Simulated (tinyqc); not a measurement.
# Changing the particle radius h

Model: wafer bonding and layer transfer: bond energy, gap closing, particles, bonding of dissimilar wafers and hydrogen blisters. Computed by tinyqc, a small Python program. Command: `OMP_NUM_THREADS=1 python tinyqc.py 3004444 3004445 out.jsonl bond sweep`. One thread of a shared host (Intel(R) Xeon(R) Processor @ 2.30GHz), about 0.01 s of CPU time with the checks.

gamma is the energy per area of each of the two surfaces; plates are isotropic.

Inputs (values chosen for the exercise, for model wafers):
```
quantity             value        unit
Young's modulus E1     142         GPa
Young's modulus E2    87.5         GPa
Poisson ratio nu      0.25           -
thickness t1           775  micrometre
thickness t2           625  micrometre
blade thickness t_b    150  micrometre
crack length L          23          mm
```

Pair: two different wafers.

Method. Two cantilevers opened by t_b: gamma = 3 t_b^2 E1 t1^3 E2 t2^3/(16 L^4 (E1 t1^3 + E2 t2^3)). E' = E1/(1 - nu^2), equal wafers assumed. Void radius in the plate regime: R_v = [(2/3) E' t1^3/gamma]^(1/4) h^(1/2). Below h_crit = 5 sqrt(t1 gamma/E') the wafers deform locally and R_v is of the order of h (taken as h).

One run for each value:
```
particle radius h (micrometre)  void radius (micrometre)  critical particle radius (micrometre)
0.01                                           1.000e-02                                 0.1764
0.024                                          2.400e-02                                 0.1764
0.056                                          5.600e-02                                 0.1764
0.13                                           1.300e-01                                 0.1764
0.32                                           2.109e+03                                 0.1764
0.75                                           3.228e+03                                 0.1764
1.8                                            5.001e+03                                 0.1764
4.2                                            7.640e+03                                 0.1764
10                                             1.179e+04                                 0.1764
```

At the high end the exponent of void radius is 0.50, close to 0.50: plate bending. The void radius jumps by orders of magnitude at the critical particle size, where bending of the whole wafer takes over.
